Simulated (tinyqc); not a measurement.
Two-valley model of the transferred-electron effect. From peak velocity back to central-valley mobility mu1. Computed by tinyqc, a small Python program. Command: `OMP_NUM_THREADS=1 python tinyqc.py 3002928 3002929 out.jsonl gunn inv`. One thread of a shared host (Intel(R) Xeon(R) Processor @ 2.30GHz), about 0.03 s of CPU time with the checks.

Both kinds of valley share one electron temperature T_e, and each has a constant mobility.

Inputs (values chosen for the exercise, modelled on GaN):
```
quantity                       value        unit
central-valley mass m1           0.2         m_0
satellite-valley mass m2        0.49         m_0
satellite valleys Z                6           -
valley separation dE             1.1          eV
satellite-valley mobility mu2     62  cm^2/(V s)
energy relaxation time tau_E   0.093          ps
lattice temperature T            300           K
```

Solver: bisection.

Constants: k_B = 8.617333262e-05 eV/K.

Method. Density-of-states ratio R = Z (m2/m1)^(3/2); n2/n1 = R exp(-dE/(k_B T_e)); mean mobility mu = (mu1 + mu2 n2/n1)/(1 + n2/n1); energy balance e mu F^2 = (3/2) k_B (T_e - T)/tau_E; v = mu F. Using T_e as the parameter, F(T_e) = sqrt(3 k_B (T_e - T)/(2 e mu tau_E)) and v = mu F; find the first maximum and the next minimum of v, and the most negative dv/dF between them.

Question. A run gave the result below. Find the central-valley mobility mu1, known to lie between 1000 and 1800 cm^2/(V s).

peak velocity = 5.729465 1e7 cm/s

Answer.

Each step takes the trial c = (a f_b - b f_a)/(f_b - f_a), f being the result less the target and a, b, c the logarithms of the listed values; c replaces end b, the old b replaces a if the sign of f changed, and otherwise f_a is halved.

Scan of the range:
```
central-valley mobility mu1 (cm^2/(V s))  peak velocity (1e7 cm/s)
1000                                                       5.38633
1100                                                       5.64249
1220                                                       5.93543
1340                                                       6.21467
1480                                                       6.52544
1630                                                       6.84284
1800                                                       7.18569
```

False position (Illinois rule, in the logarithm of the input) inside the bracket:
```
step    end a    end b    trial  peak velocity (1e7 cm/s)
1     1100.00  1220.00  1134.34                   5.72784
2     1220.00  1134.34  1134.99                   5.72943
3     1220.00  1134.99  1135.01                   5.72949
4     1134.99  1135.01  1135.00                   5.72947
```

Peak velocity rises at every point of a 13-point scan of the range (every second point is shown), so one value fits; it is bracketed by 1100 and 1220. Answer: central-valley mobility mu1 = 1135 cm^2/(V s).

Caution: T_e at the threshold exceeds 3000 K, outside the range of a Maxwellian in parabolic valleys.
